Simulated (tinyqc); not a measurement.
Ballast resistance and gain from the on-state line.

Inverse problem. At high current V = BV (1 + be)^(-1/n) + I Ro. Find Ro, the intercept and be.

Inputs (values chosen for the exercise):
- BV = 8.6 V (junction breakdown voltage)
- n = 4.6 (exponent of the multiplication)

V at I = 3 and 6.1 mA/um (V): [6.1391464, 6.6971464]

Answer. The slope is Ro; the intercept over BV is (1 + be)^(-1/n).

Ro = 180.0 ohm um
intercept = 5.599 V
be = 6.200

tinyqc, about 0.02 s, one thread, Intel Xeon 2.30GHz (shared host): `OMP_NUM_THREADS=1 python tinyqc.py 2670145 2670146 out.jsonl`
